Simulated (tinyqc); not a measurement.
Inside a calculation. Model: hole mobility in a silicon inversion layer, empirical terms and Matthiessen rule.

Computed by the program tinyqc: `OMP_NUM_THREADS=1 python tinyqc.py 2510038 2510039 out.jsonl`, one thread of a shared Intel Xeon 2.30GHz, about 0.01 s for the whole run. Printed values are rounded.

Inversion layer of sheet density Ns on a uniformly doped body. The mobility terms are empirical power laws with prefactors chosen for the exercise; adding their inverses (Matthiessen) is itself an approximation.

Values chosen for this exercise; material values close to those of silicon:
```
symbol,value,unit,meaning
T,293,K,temperature
Eg,1.13,eV,band gap
eps_r,11.6,,relative permittivity of the semiconductor
Nc,2.72e19,cm^-3,conduction-band density of states at T
Nv,2.55e19,cm^-3,valence-band density of states at T
Nb,2.2e17,cm^-3,body doping
Vsb,0.3,V,reverse body bias
eta,0.3333,,weight of the inversion charge in the effective field
Cox,1.63,uF/cm^2,gate capacitance
Ap,114,cm^2/(V s),phonon-limited mobility at 1 MV/cm and 300 K
As,509,cm^2/(V s),roughness-limited mobility at 1 MV/cm
gs,1,,exponent of the roughness term
Ac,1800,cm^2/(V s),Coulomb prefactor
Nit,8e11,cm^-2,charge at the interface
Ns,3e12,cm^-2,inversion density
WL,1,,ratio W/L
Vd,0.02,V,drain voltage
I,1.04,uA,measured linear current
```

Constants: q = 1.602176634e-19 C, kB = 1.380649e-23 J/K, Vt = kB T/q, eps0 = 8.8541878128e-14 F/cm where lengths are in cm. Results are converted to the units shown.

## Depletion charge and effective field

ni = sqrt(Nc Nv) exp(-Eg/(2 Vt)), Eg in volts; Ndep = sqrt(2 eps0 eps_r Nb (2 Vt ln(Nb/ni) + Vsb)/q); E = q (Ndep + eta Ns)/(eps0 eps_r), in MV/cm.

ni = 5.03745e9 cm^-3
Ndep = 1.83084e12 cm^-2
E = 0.441574 MV/cm

The depletion charge gives 64.7 % of the field.

## Mobility terms and their sum

With t = T/(300 K): muC = Ac (Ns/1e12 cm^-2) t/(Nb/1e17 cm^-3 + Nit/1e11 cm^-2), muP = Ap E^(-1/3) t^(-1.75), muS = As E^(-gs); 1/mu is the sum of the inverses.

terms (cm^2/(V s)): Coulomb 517.059, phonon 156.020, roughness 1152.70
mu = 108.566 cm^2/(V s)
shares of 1/mu (%): Coulomb 20.9969, phonon 69.5847, roughness 9.41846

The phonon term limits most.

## Iteration 1: inversion density for the measured current

Ns at the start = 4.5e12 cm^-2

I = (W/L) q Ns mu Vd. E = q (Ndep + eta Ns)/(eps0 eps_r) in MV/cm. With t = T/(300 K): muC = Ac (Ns/1e12 cm^-2) t/(Nb/1e17 cm^-3 + Nit/1e11 cm^-2), muP = Ap E^(-1/3) t^(-1.75), muS = As E^(-gs); 1/mu is the sum of the inverses. Ns(new) = I/((W/L) q mu Vd).

E = 0.519562 MV/cm
mu = 110.174 cm^2/(V s)
Ns after iteration 1 = 2.94588e12 cm^-2

## Iteration 2: inversion density for the measured current

As before.

E = 0.438760 MV/cm
mu = 108.374 cm^2/(V s)
Ns after iteration 2 = 2.99481e12 cm^-2

## Course of the iteration: inversion density for the measured current

Stop when Ns changes by less than 1e5 cm^-2, or after 120 iterations.

Course of the iteration:
```
iteration  Ns (cm^-2)  |change| (cm^-2)
1          2.94588e12           1.55e12
2          2.99481e12           4.89e10
3          2.98999e12            4.82e9
4          2.99045e12            4.60e8
5          2.99041e12            4.40e7
6          2.99041e12            4.21e6
7          2.99041e12            4.03e5
8          2.99041e12            3.86e4
```

Converged in 8 iterations. At the end each change is about 0.096 times the one before, with alternating sign: linear convergence.

## Split C-V extraction

```
point  Vg (V)  Cgc (uF/cm^2)       I (uA)
0           0     2.27599e-5  1.09247e-11
1         0.1     5.54850e-4   6.49399e-9
2         0.2      0.0134239   3.82124e-6
3         0.3       0.274492   0.00179403
4         0.4        1.35551     0.109717
5         0.5        1.61658     0.465264
6         0.6        1.62945     0.867567
7         0.7        1.62998      1.25361
8         0.8        1.63000      1.61561
9         0.9        1.63000      1.95427
10          1        1.63000      2.27185
11        1.1        1.63000      2.57076
12        1.2           1.63      2.85318
```

Q(Vg) is the trapezoid sum of Cgc from the first point (where Q is taken as 0); mu_eff = I/((W/L) Q Vd); mu_FE = (dI/dVg)/((W/L) Cox Vd) with a backward difference. Listed from point 4 on.

```
point  Q (uC/cm^2)  mu_eff (cm^2/(V s))  mu_FE (cm^2/(V s))
4        0.0966236              56.7753             33.1051
5         0.245228              94.8636             109.064
6         0.407529              106.442             123.406
7           0.5705              109.869             118.417
8         0.733499              110.130             111.044
9         0.896499              108.994             103.882
10         1.05950              107.213             97.4185
11         1.22250              105.144             91.6916
12         1.38550              102.966             86.6292
```

At the last point mu_FE is 16 % below mu_eff: where the mobility falls with gate voltage the slope of I understates it.
